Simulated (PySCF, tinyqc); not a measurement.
Inside a calculation. Method: CID on RHF in the sto-6g basis, for H4, spin multiplicity 1. The lowest restricted solution is unstable here: a spin-polarised one lies 0.1681 hartree lower (PySCF). One step of it, computed by the program tinyqc.

Question. CID: roots. Diagonalise (each vector has its largest component positive (the first on a tie)); all determinants have Ms = 0, so triplets appear too. The lowest singlet root is the correlation energy.

Occupation strings over the orbitals (2 doubly, a alpha, b beta, 0 empty; spin orbitals ordered 1a 1b 2a 2b ...): 2200 aabb 2020 abab 2002 abba baab 0220 baba 0202 bbaa

H - E(HF) between determinants (hartree), order 2200, aabb, 2020, abab, 2002, abba, baab, 0220, baba, 0202, bbaa:
```
[[0.000000, 0.047327, 0.194712, 0.044456, 0.096077, -0.091784, -0.091784, 0.096237, 0.044456, 0.129132, 0.047327],
 [0.047327, 0.600687, -0.044456, -0.194712, 0.091784, -0.096077, -0.096237, 0.091784, -0.129132, -0.044456, 0.000000],
 [0.194712, -0.044456, 0.236095, -0.067651, 0.120136, 0.112108, 0.112108, 0.110929, -0.067651, 0.000000, -0.044456],
 [0.044456, -0.194712, -0.067651, 0.639439, -0.112108, -0.120136, -0.110929, -0.112108, 0.000000, -0.067651, -0.129132],
 [0.096077, 0.091784, 0.120136, -0.112108, 1.006923, 0.020324, 0.020324, 0.000000, -0.112108, 0.110929, 0.091784],
 [-0.091784, -0.096077, 0.112108, -0.120136, 0.020324, 0.507909, 0.000000, 0.020324, -0.110929, 0.112108, -0.096237],
 [-0.091784, -0.096237, 0.112108, -0.110929, 0.020324, 0.000000, 0.507909, 0.020324, -0.120136, 0.112108, -0.096077],
 [0.096237, 0.091784, 0.110929, -0.112108, 0.000000, 0.020324, 0.020324, 0.749413, -0.112108, 0.120136, 0.091784],
 [0.044456, -0.129132, -0.067651, 0.000000, -0.112108, -0.110929, -0.120136, -0.112108, 0.639439, -0.067651, -0.194712],
 [0.129132, -0.044456, 0.000000, -0.067651, 0.110929, 0.112108, 0.112108, 0.120136, -0.067651, 1.071754, -0.044456],
 [0.047327, 0.000000, -0.044456, -0.129132, 0.091784, -0.096237, -0.096077, 0.091784, -0.194712, -0.044456, 0.600687]]
```

Give: lowest roots of this matrix, relative to E(HF); lowest vectors; <S^2> of these roots; weight of the ground state by excitation level 0, 1, 2, ....

Answer.

lowest roots of this matrix, relative to E(HF) (hartree): [-0.192, 0.085, 0.251, 0.507, 0.552, 0.615, 0.689, 0.725]

lowest vectors, order 2200, aabb, 2020, abab, 2002, abba, baab, 0220, baba, 0202, bbaa:
```
[[0.820, 0.000, 0.486, 0.000],
 [-0.074, 0.408, 0.105, 0.050],
 [-0.487, 0.000, 0.762, 0.000],
 [-0.084, 0.408, -0.029, 0.074],
 [-0.015, 0.000, -0.217, 0.000],
 [0.158, 0.408, -0.076, 0.701],
 [0.158, 0.408, -0.076, -0.701],
 [-0.023, 0.000, -0.315, 0.000],
 [-0.084, 0.408, -0.029, -0.074],
 [-0.122, 0.000, 0.026, 0.000],
 [-0.074, 0.408, 0.105, -0.050]]
```

<S^2> of these roots: [0.000, 6.000, 0.000, 2.000, 2.000, 0.000, 2.000, 0.000]

weight of the ground state by excitation level 0, 1, 2, ...: [0.672, 0.000, 0.328]

The reference has a weight of only 0.67: one determinant is a poor start here.
